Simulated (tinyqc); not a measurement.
Worked calculation: averaged masses of warped heavy- and light-hole bands. Values are carried at full precision from step to step, so a last printed digit may differ when a step is redone from the rounded ones.

Constants: Ry = 13.60569312 eV; a0 (Bohr radius) = 0.5291772105 angstrom; kB = 8.617333262e-05 eV/K; hbar^2/2m0 = 3.80998211 eV angstrom^2.

Values chosen for the exercise (near those of InP; the results hold for these values, not for the real material):
```
symbol  value  unit  meaning
g1      5.05         Luttinger gamma1
g2      1.6          gamma2
g3      2.11         gamma3
eps     13.2         dielectric constant
mso     0.213  m0    split-off mass
Dso     0.114  eV    spin-orbit splitting
T       300    K     temperature
```

## Other forms of the parameters

Dresselhaus-Kip-Kittel form E = c [A k^2 -/+ sqrt(B^2 k^4 + C^2 (kx^2 ky^2 + ky^2 kz^2 + kz^2 kx^2))] with A = g1, B = 2 g2, C^2 = 12 (g3^2 - g2^2). Spherical form: mu = (6 g3 + 4 g2)/(5 g1), delta = (g3 - g2)/g1, masses 1/(g1 (1 -/+ mu)). Effective rydberg R* = Ry/(g1 eps^2) and radius a* = a0 g1 eps.

A, B, |C|: 5.050  3.200  4.765

mu, delta: 0.7549  0.1010

spherical masses, heavy and light (m0): 0.8078  0.1128

R* = 15.46 meV
a* = 35.3 angstrom

delta/mu = 0.13 measures the warping against the spherical splitting.

## Masses along six directions

Four-band hole energies E = c k^2 f(u), c = hbar^2/2m0, f = g1 -/+ 2 sqrt(g2^2 + 3 (g3^2 - g2^2) s), s = ux^2 uy^2 + uy^2 uz^2 + uz^2 ux^2 for the unit vector u; minus for heavy, plus for light holes; the mass along u is 1/f.

Give s and both masses.

Masses (m0):
```
direction        s   heavy   light
[100]      0.00000  0.5405  0.1212
[110]      0.25000  0.9430  0.1106
[111]      0.33333  1.2048  0.1079
[210]      0.16000  0.7545  0.1140
[211]      0.25000  0.9430  0.1106
[321]      0.25000  0.9430  0.1106
```

The heavy mass grows by a factor of 2.23 from [100] to [111] while the light one shrinks by 11 %; 1/m_heavy + 1/m_light = 2 g1 in every direction.

## Density-of-states masses from three directions

m_d^(3/2) is the angular mean of m(u)^(3/2). The rule mean = (10 F[100] + 16 F[110] + 9 F[111])/35 is exact for cubic harmonics up to sixth order. Total m_d = (m_h^(3/2) + m_l^(3/2))^(2/3).

m^(3/2):
```
direction    heavy    light
[100]      0.39741  0.04220
[110]      0.91569  0.03679
[111]      1.32246  0.03543
```

m_d heavy, light (m0): 0.9129  0.1130

total = 0.9392 m0
share of light holes = 4.2 %

## Averages on a grid

Grid: n x n midpoints in cos(theta) from 0 to 1 and phi from 0 to pi/2, equal weights. m_d = <f^(-3/2)>^(2/3). Conductivity mass for one scattering time: 1/m_c = <|w|^2 f^(-5/2)>/<f^(-3/2)> with w = grad_k(k^2 f)/(2 k), that is |w|^2 = f^2 + |angular gradient of f|^2/4.

Use n = 40.

m_d heavy, light (m0): 0.8692  0.1127

m_c heavy, light (m0): 0.7205  0.1122

The three-direction rule differs from the grid by +5.03 % for heavy holes. Warping makes m_c of the heavy holes 17 % smaller than m_d; on a sphere the two are equal.

## Effective density of states

Nv = 2 (kT/(4 pi c))^(3/2) [m_h^(3/2) + m_l^(3/2) + mso^(3/2) exp(-Dso/kT)], c = hbar^2/2m0, parabolic bands, m_h and m_l the density-of-states masses from the grid; 1 angstrom^-3 = 1e24 cm^-3.

prefactor = 2.5094e+19 cm^-3

the three terms: 0.81032  0.03782  0.00120

Nv = 2.131e+19 cm^-3

shares (%): 95.4  4.5  0.1

kT/Dso = 0.23: thermal holes reach energies comparable with Dso, where the four-band form fails and the true Nv is larger.

## Checks

- m_d and m_c of heavy holes for g2 = g3 against 1/(g1 - 2 g3): they agree to 1e-10 or better.
- m_d of heavy holes on grids of 40 and 160: 0.8692 against 0.8691.

Program tinyqc; command `OMP_NUM_THREADS=1 python tinyqc.py 1080392 1080393 out.jsonl`; about 0.02 s on one thread of a shared Intel(R) Xeon(R) Processor @ 2.30GHz.
